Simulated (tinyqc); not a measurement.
Admittance spectroscopy of a deep trap: two steps of the calculation.

Schottky contact on an n-type layer with shallow donors Nd (all ionised) and a donor-like deep trap, neutral when filled and positive when empty; depletion approximation. Traps within lam of the depletion edge stay filled. The traps at xt = W - lam, where the level crosses the Fermi level, follow a slow signal and not a fast one. w = 2 pi f.

Inputs (values chosen for the exercise); material values close to those of gallium arsenide: relative permittivity eps_r = 12.8; conduction-band density of states at 300 K Nc = 4.39e17 cm^-3; thermal velocity at 300 K vth = 4.4e7 cm/s; shallow donor density Nd = 9.6e15 cm^-3; built-in voltage Vbi = 0.92 V; depth of the trap below the conduction edge Et = 0.43 eV; capture cross-section sn = 2.5e-15 cm^2; trap density Nt = 6.2e15 cm^-3; reverse bias Vr = 0 V; signal frequency f = 410 Hz; temperature T = 277 K.

Constants: q = 1.602176634e-19 C, kB = 1.380649e-23 J/K, eps0 = 8.8541878128e-14 F/cm where lengths are in cm. Results are converted to the units shown.

Problem 1. Widths and limiting capacitances. lam = sqrt(2 eps0 eps_r (EF - ET)/(q Nd)), EF - ET = Et - (kB T/q) ln(Nc(T)/Nd), Nc(T) = Nc (T/300 K)^1.5. In the steady state at the band bending V, 2 eps0 eps_r V/q = Nd W^2 + Nt (W - lam)^2 (the second term only if W > lam). V = Vbi + Vr. C_HF = eps0 eps_r/W, C_LF = eps0 eps_r (Nd + Nt)/(Nd W + Nt xt).

Wanted: lam; W; xt; C_HF; C_LF.

Solution 1.

lam = 224.37 nm
W = 353.33 nm
xt = 128.96 nm
C_HF = 32.076 nF/cm^2
C_LF = 42.722 nF/cm^2

The step is 33.2 % of C_HF.

Problem 2. Admittance at the signal frequency. Emission rate en = sn vth(T) Nc(T) exp(-Et/kB T) = sn g T^2 exp(-Et/kB T), g = vth Nc/(300 K)^2, as vth goes as T^0.5 and Nc as T^1.5 (degeneracy factor 1). Inflection frequency w0 = 2 en [1 + Nt xt/(Nd W)]; C = C_HF + (C_LF - C_HF)/(1 + (w/w0)^2), G/w = (C_LF - C_HF)(w/w0)/(1 + (w/w0)^2).

W = 353.32683 nm
xt = 128.95566 nm
C_HF = 32.076139 nF/cm^2
C_LF = 42.721864 nF/cm^2

Find: en; w0/(2 pi); C; G/w.

Solution 2.

en = 618.1 1/s
w0/(2 pi) = 243.1 Hz
C = 34.85 nF/cm^2
G/w = 4.671 nF/cm^2

The signal lies near the inflection, where the loss is largest.

tinyqc, about 0.01 s, one thread, Intel Xeon 2.30GHz (shared host): `OMP_NUM_THREADS=1 python tinyqc.py 2050124 2050125 out.jsonl`
